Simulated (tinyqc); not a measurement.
# Worked calculation: surface potential of a MOS transistor: implicit equation and explicit approximations

Program tinyqc, `OMP_NUM_THREADS=1 python tinyqc.py 2122048 2122049 out.jsonl`; Intel Xeon 2.30GHz, shared host, one thread, about 0.01 s. Printed values are rounded.

p-type body, charge-sheet picture, depletion and inversion only, full ionisation (an idealisation for deep acceptors), Boltzmann statistics (rough once Na exp(x - xn) passes about Nc/7). In units of Vt: xg = (Vg - Vfb)/Vt, x = psi/Vt, G = gamma/sqrt(Vt), xn = (2 phiF + Vc)/Vt. The implicit equation is (xg - x)^2 = G^2 [x - 1 + exp(x - xn)] for x above about 3. Cox = eps0 eox/tox.

Parameters, values chosen for the exercise; band and dielectric values close to those of silicon: temperature T = 300 K; band gap Eg = 1.12 eV; relative permittivity eps_r = 11.5; conduction-band density of states at T Nc = 2.75e19 cm^-3; valence-band density of states at T Nv = 2.63e19 cm^-3; relative permittivity of the gate insulator (close to silicon dioxide) eox = 3.9; insulator thickness tox = 4.7 nm; acceptor density Na = 2.8e16 cm^-3; flat-band voltage Vfb = -0.83 V; channel-body voltage Vc = 0 V; gate-body voltage Vg = -0.26 V.

Constants: q = 1.602176634e-19 C, kB = 1.380649e-23 J/K, Vt = kB T/q, eps0 = 8.8541878128e-14 F/cm where lengths are in cm. Results are converted to the units shown.

## Scales

ni = sqrt(Nc Nv) exp(-Eg/(2 Vt)), Eg in volts; phiF = Vt ln(Na/ni); gamma = sqrt(2 q eps0 eps_r Na)/Cox; VT = Vfb + Vt (xn + G sqrt(xn - 1)).

phiF = 0.382463 V
gamma = 0.130094 V^0.5
G = 0.809114
xn = 29.5887
VT = 0.0467675 V
xg = 22.0486

## Explicit approximation

Depletion value a = 1 + [sqrt(G^2/4 + xg - 1) - G/2]^2; inversion value b = xn + ln[(xg - xn)^2/G^2 - xn + 1] and first guess y = min(a, b) - ln(1 + exp(-|a - b|)) if a > xn + 1, else b = y = a; one second-order correction with D = exp(y - xn), p = 2 (xg - y) + G^2 (1 + D), w = (xg - y)^2 - G^2 (y - 1 + D): z = y + 2 w/(p + sqrt(p^2 - 2 (2 - G^2 D) w)), or the Newton step z = y + w/p where the root is not real.

a = 18.6494
b = 18.6494
y = 18.6494
p = 7.45305
w = -1.16185e-5
z = 18.6494

The root of the implicit equation is x = 18.6494; y misses it by 1.6e-6 and z by 0, in units of Vt (Newton branch).

## Starting value

x = a rounded to two decimals.

x at the start = 18.65

## Iteration 1: new x

D = exp(x - xn), f = (xg - x)^2 - G^2 (x - 1 + D), f' = -2 (xg - x) - G^2 (1 + D), x(new) = x - f/f'.

D = 1.77579e-5
f = -0.00449313
f' = -7.45185
x after iteration 1 = 18.6494

## Iteration 2: new x

As before.

D = 1.77472e-5
f = 3.63553e-7
f' = -7.45305
x after iteration 2 = 18.6494

## Course of the iteration

Stop when the step is below 1e-11, or after 60 iterations.

Course of the iteration:
```
iteration  x before the step      step
1                      18.65  -6.03e-4
2                    18.6494   4.88e-8
3                    18.6494         0
```

Converged in 3 iterations.

## Potential, charges and gate control

converged x = 18.6494

psi = Vt x; N_dep = Cox Vt G sqrt(x - 1)/q; N_inv = (Cox Vt G/q) [sqrt(x - 1 + exp(x - xn)) - sqrt(x - 1)]; dpsi/dVg = 1/[1 + G^2 (1 + exp(x - xn))/(2 (xg - x))].

psi = 0.482124 V
N_dep = 4.02971e11 cm^-2
N_inv = 2.0260e5 cm^-2
dpsi/dVg = 0.912160

psi lies 11 Vt below 2 phiF + Vc.
